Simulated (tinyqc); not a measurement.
Comparisons within one model: six-band Luttinger-Kohn model with strain. A value that a table varies takes the place of the one given here.

Six-band Luttinger-Kohn model in the basis |3/2,3/2>, |3/2,1/2>, |3/2,-1/2>, |3/2,-3/2>, |1/2,1/2>, |1/2,-1/2>, electron energies, zero at the top of the unstrained valence band. H = -[rows: (P+Q, -S, R, 0, -S/r2, r2 R); (-S*, P-Q, 0, R, -r2 Q, r32 S); (R*, 0, P-Q, S, r32 S*, r2 Q); (0, R*, S*, P+Q, -r2 R*, -S*/r2); (-S*/r2, -r2 Q, r32 S, -r2 R, P+Dso, 0); (r2 R*, r32 S*, r2 Q, -S/r2, 0, P+Dso)], r2 = sqrt(2), r32 = sqrt(3/2). Levels are twofold.

P = c g1 k^2 - av tr(e); Q = c g2 (kx^2 + ky^2 - 2 kz^2) - (b/2)(exx + eyy - 2 ezz); R = c sqrt3 [-g2 (kx^2 - ky^2) + 2i g3 kx ky] + (sqrt3/2) b (exx - eyy) - i d exy; S = 2 c sqrt3 g3 (kx - i ky) kz - d (exz - i eyz); c = hbar^2/2m0, e the strain tensor (not engineering shear).

s11 = (C11 + C12)/((C11 - C12)(C11 + 2 C12)), s12 = -C12/((C11 - C12)(C11 + 2 C12)), s44 = 1/C44; exx = s11 sxx + s12 (syy + szz) and cyclic, exy = s44 sxy/2; tension is positive. A uniaxial stress X along the unit vector n is s_ij = X n_i n_j.

Constants: hbar^2/2m0 = 3.80998211 eV angstrom^2; kB = 8.617333262e-05 eV/K.

Inputs chosen for the exercise (near those of InP; shifted at random, so the results belong to these values and not to a real crystal): Dso = 0.112 eV (spin-orbit splitting); g1 = 5.12 (Luttinger gamma1); g2 = 1.62 (gamma2); g3 = 2.12 (gamma3); av = 0.63 eV (valence hydrostatic potential); b = -1.93 eV (tetragonal shear potential); d = -5.03 eV (trigonal shear potential); C11 = 105.2 GPa; C12 = 55 GPa; C44 = 45.5 GPa; load = biaxial (001) (kind of stress); X1 = 1.2 GPa (size of the stress); T = 200 K (temperature); E_h = 40 meV (hole energy below the top); X = 1.4 GPa (stress).

## Sweep of a biaxial (001) stress

Edges at k = 0 and curvature masses of the top pair along [110] and [001] (step 0.0002 1/angstrom); at zero stress the top is fourfold and has no single curvature.

Edges and masses:

| X (GPa) | top (eV) | second (eV) | third (eV) | splitting (meV) | m [110] | m [001] |
|---|---|---|---|---|---|---|
| -2.10 | 0.0684 | 0.0066 | -0.2239 | 61.9 | 0.148 | 0.532 |
| -1.40 | 0.0456 | -0.0096 | -0.1726 | 55.2 | 0.148 | 0.532 |
| -0.70 | 0.0228 | -0.0165 | -0.1306 | 39.3 | 0.148 | 0.532 |
| 0.00 | 0.0000 | 0.0000 | -0.1120 | 0.0 | - | - |
| 0.70 | 0.0408 | -0.0228 | -0.1176 | 63.6 | 0.400 | 0.097 |
| 1.40 | 0.0917 | -0.0456 | -0.1334 | 137.3 | 0.462 | 0.091 |
| 2.10 | 0.1461 | -0.0684 | -0.1527 | 214.5 | 0.491 | 0.089 |

What does this show, and why?

The splitting reaches 61.9 meV under compression and 214.5 meV under the same tension; linear shear terms alone would make the two equal, and the difference comes from the coupling to the split-off band. At the ends of the sweep the top pair has a mass along [110] of 0.148 under compression and 0.491 under tension, so compression gives the lighter holes along [110]; along [001] it has 0.532 and 0.089. The top edge itself moves by +68 and +146 meV. The ends of the sweep mean strains up to 2.1 %, beyond the range of linear deformation potentials.

## Which stress helps holes along [110]

Each load has size X1 (biaxial: sxx = syy); masses are curvatures of the top pair at k = 0.

Results:

| load | splitting (meV) | top edge (meV) | m [110] | m [001] |
|---|---|---|---|---|
| uniaxial [110], compression | 99.2 | 55.7 | 0.083 | 0.446 |
| uniaxial [110], tension | 50.3 | 44.4 | 0.772 | 0.130 |
| uniaxial [100], compression | 115.7 | 66.1 | 0.152 | 0.449 |
| uniaxial [100], tension | 52.1 | 49.6 | 0.232 | 0.148 |
| uniaxial [111], compression | 94.1 | 52.3 | 0.114 | 0.195 |
| uniaxial [111], tension | 47.9 | 41.8 | 0.333 | 0.195 |
| biaxial (001), compression | 52.1 | 39.1 | 0.148 | 0.532 |
| biaxial (001), tension | 115.7 | 76.6 | 0.449 | 0.092 |

What does this show, and why?

The lightest mass along [110] (0.083) comes with uniaxial [110], compression. The largest splitting (115.7 meV) comes with uniaxial [100], compression; biaxial (001), tension. The heaviest mass along [001] (0.532), which lowers the confinement energy in a (001) channel, comes with biaxial (001), compression. The splitting per GPa follows b (s11 - s12) for loads along cube axes and d s44 for [111]: here 2 |b| (s11 - s12) = 76.9 and |d| s44/sqrt3 = 63.8 meV per GPa in the limit of large Dso; where the splitting nears Dso, mixing with the split-off band makes it depend on the sign of the load.

## Thermally averaged conductivity mass under biaxial (001) stress

Non-degenerate holes: weights exp(E/kT) on a 16 x 16 x 16 grid of midpoints in the cube |k_i| < 0.2 1/angstrom; 1/m_c = <(dE/dk_u)^2>/(hbar^2 kT) along [110], over all six bands. With an unchanged scattering time the mobility goes as 1/m_c.

Averages:

| X (GPa) | share of the top pair | m_c (m0) | gain m_c(0)/m_c |
|---|---|---|---|
| -2.10 | 0.990 | 0.418 | 1.523 |
| -0.70 | 0.974 | 0.524 | 1.214 |
| 0.00 | 0.937 | 0.637 | 1.000 |
| 0.70 | 0.990 | 0.615 | 1.036 |
| 2.10 | 1.000 | 0.585 | 1.089 |

How do the results move?

The largest gain from mass alone is 1.52 at X = -2.10 GPa, where the top pair holds 99 % of the holes (94 % without stress); the opposite end of the sweep gives 1.09; the grid is good to about 0.02 in these ratios. The average reaches energies of a few kT, beyond the range of the edge curvature, and changes of scattering are left out. The ends of the sweep lie beyond the range of linear deformation potentials.

## Warping of the constant-energy contours (six-band Luttinger-Kohn model)

No strain (e = 0). In the plane kz = 0, |k| where the top and second pairs lie E_h below the top, against the angle from [100]; m = c k^2/E_h.

Contours:

| angle (degrees) | k top (1/angstrom) | k second (1/angstrom) | m top (m0) | m second (m0) |
|---|---|---|---|---|
| 0 | 0.0747 | 0.0382 | 0.532 | 0.139 |
| 9 | 0.0764 | 0.0381 | 0.557 | 0.138 |
| 18 | 0.0819 | 0.0379 | 0.638 | 0.137 |
| 27 | 0.0917 | 0.0377 | 0.800 | 0.136 |
| 36 | 0.1054 | 0.0376 | 1.058 | 0.135 |
| 45 | 0.1140 | 0.0375 | 1.239 | 0.134 |

What does this show?

The heavy contour reaches 1.526 times as far along [110] as along [100], the light one 0.983 times. The warping follows g3 - g2 = 0.50 and would vanish for g2 = g3. Along [100] the heavy mass is 1/(g1 - 2 g2) = 0.532 at any energy, while the light one is 0.1389, against 1/(g1 + 2 g2) = 0.1196 at the edge, for E_h/Dso = 0.36.

## What each parameter does

Edges at k = 0 under a biaxial (001) stress X and the curvature mass of the top pair along [110] (step 0.0002 1/angstrom). Each row changes one parameter from the base and keeps the others.

Results:

| case | top (eV) | second (eV) | third (eV) | mass (m0) |
|---|---|---|---|---|
| base | 0.0917 | -0.0456 | -0.1334 | 0.462 |
| g1 = 4.096 | 0.0917 | -0.0456 | -0.1334 | 0.877 |
| X = 1.68 GPa | 0.1132 | -0.0548 | -0.1409 | 0.476 |
| b = -1.544 eV | 0.0723 | -0.0349 | -0.1249 | 0.443 |
| Dso = 0.09 eV | 0.0948 | -0.0456 | -0.1146 | 0.479 |
| d = -6.036 eV | 0.0917 | -0.0456 | -0.1334 | 0.462 |
| C12 = 44 GPa | 0.0752 | -0.0350 | -0.1248 | 0.445 |
| g2 = 1.296 | 0.0917 | -0.0456 | -0.1334 | 0.363 |

What does this show?

The largest shifts from the base row, up to three for each result and ties (the steps differ in size, so this ranks the rows, not the parameters). top (eV): X +0.0215, b -0.0194, C12 -0.0165; unchanged at the printed digits by g1, d and g2. second (eV): b +0.0108, C12 +0.0106, X -0.0091; unchanged at the printed digits by g1, Dso, d and g2. third (eV): Dso +0.0188, C12 +0.0087, b +0.0086; unchanged at the printed digits by g1, d and g2. mass (m0): g1 +0.415, g2 -0.099, b -0.019; unchanged at the printed digits by d. The Luttinger parameters multiply k^2 and cannot move the edges; av shifts all edges alike and leaves the mass.

Program tinyqc; command `OMP_NUM_THREADS=1 python tinyqc.py 1050193 1050194 out.jsonl`; about 0.2 s on one thread of a shared Intel(R) Xeon(R) Processor @ 2.30GHz.
